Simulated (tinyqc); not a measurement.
Convergence with the cut-off: pair-potential crystal by lattice sums. Computed by tinyqc, a small Python program. Command: `OMP_NUM_THREADS=1 python tinyqc.py 3031380 3031381 out.jsonl pairsum sweep`. One thread of a shared host (Intel(R) Xeon(R) Processor @ 2.30GHz), about 0.04 s of CPU time with the checks.

Energy per atom E = (1/2) sum over neighbours of phi(r); d is the nearest-neighbour distance.

Inputs (values chosen for the exercise, for model atoms): well depth eps = 0.682 eV; pair minimum r0 = 2.45 angstrom; stiffness alpha r0 = 3.9.

Potential: Morse. Structure: bcc.

Constants: 1 eV/angstrom^3 = 160.2176634 GPa.

Method:
- phi0(r) = eps [exp(-2 alpha (r - r0)) - 2 exp(-alpha (r - r0))]; shifted-force cut-off: phi(r) = phi0(r) - phi0(r_c) - (r - r_c) phi0'(r_c) for r < r_c, zero beyond.
- Shells (distance in units of d, count): fcc 1.0000 (12), 1.4142 (6), 1.7321 (24), 2.0000 (12), 2.2361 (24), 2.4495 (8), 2.6458 (48), 2.8284 (6), 3.0000 (36), 3.1623 (24); hcp 1.0000 (12), 1.4142 (6), 1.6330 (2), 1.7321 (18), 1.9149 (12), 2.0000 (6), 2.2361 (12), 2.3805 (12), 2.4495 (6), 2.5166 (6), 2.5820 (12), 2.6458 (24), 2.7080 (6), 2.8868 (12), 3.0000 (12), 3.1091 (24), 3.1623 (12); bcc 1.0000 (8), 1.1547 (6), 1.6330 (12), 1.9149 (24), 2.0000 (8), 2.3094 (6), 2.5166 (24), 2.5820 (24), 2.8284 (24), 3.0000 (32); sc 1.0000 (6), 1.4142 (12), 1.7321 (8), 2.0000 (6), 2.2361 (24), 2.4495 (24), 2.8284 (12), 3.0000 (30), 3.1623 (24); diamond 1.0000 (4), 1.6330 (12), 1.9149 (12), 2.3094 (6), 2.5166 (12), 2.8284 (24), 3.0000 (16). Volumes per atom in d^3: fcc 0.70711, hcp 0.70711, bcc 0.76980, sc 1.00000, diamond 1.53960; hcp has the ideal c/a. Every shell inside the cut-off is summed.
- Equilibrium: dE/dd = 0 at the lowest minimum with d between 0.78 r0 and 1.45 r0; B = d^2 E''(d)/(9 Omega).
- Unrelaxed vacancy: removing an atom breaks its bonds (2|E|) and placing it on the surface returns |E|, so E_v = |E|.

One run for each value:
```
cut-off r_c/r0  energy per atom (eV)  equilibrium distance d (angstrom)  bulk modulus B (GPa)
1.30                         -0.1092                             2.6432                 31.04
1.48                         -0.9955                             2.4678                122.95
1.65                         -2.0669                             2.3905                151.83
1.83                         -3.1773                             2.3159                181.45
2.00                         -4.1807                             2.2351                281.15
2.18                         -5.0621                             2.1982                342.63
2.35                         -5.6565                             2.1737                354.53
2.53                         -6.1151                             2.1541                387.16
2.70                         -6.4152                             2.1420                405.95
```

Over the rows, energy per atom (eV) falls from -0.109 to -6.42 (exponent d ln y / d ln x 17 between the first rows and 0.74 between the last); equilibrium distance d (angstrom) falls from 2.64 to 2.14 (exponent d ln y / d ln x -0.53 between the first rows and -0.087 between the last); bulk modulus B (GPa) rises from 31.0 to 406 (exponent d ln y / d ln x 11 between the first rows and 0.73 between the last). The last step still changes E by 4.9 %; the shifted force weakens every bond, by less as r_c grows.

Extremes, crossings and ranges named in words are read from the listed rows.
